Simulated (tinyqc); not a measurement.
# Ground and coupling capacitance from two measurements

Inverse problem. A line has Cg to the planes and Cc to each of two neighbours. Find Cg, Cc, the load when both neighbours switch in antiphase, and the pulse on the line when it floats and both neighbours swing by Vx.

Values chosen for this exercise:
- Vx = 0.7 V (swing)

capacitance with neighbours driven alike and with neighbours grounded (aF/um): [31, 75]

Answer. Driven alike, Cc carries no charge, which leaves Cg; grounded neighbours give Cg + 2 Cc, antiphase Cg + 4 Cc; a floating line divides the swing as 2 Cc/(Cg + 2 Cc).

Cg = 31.00 aF/um
Cc = 22.00 aF/um
load in antiphase = 119.0 aF/um
pulse = 0.4107 V

Program tinyqc, `OMP_NUM_THREADS=1 python tinyqc.py 2790209 2790210 out.jsonl`; Intel Xeon 2.30GHz, shared host, one thread, about 0.5 s.
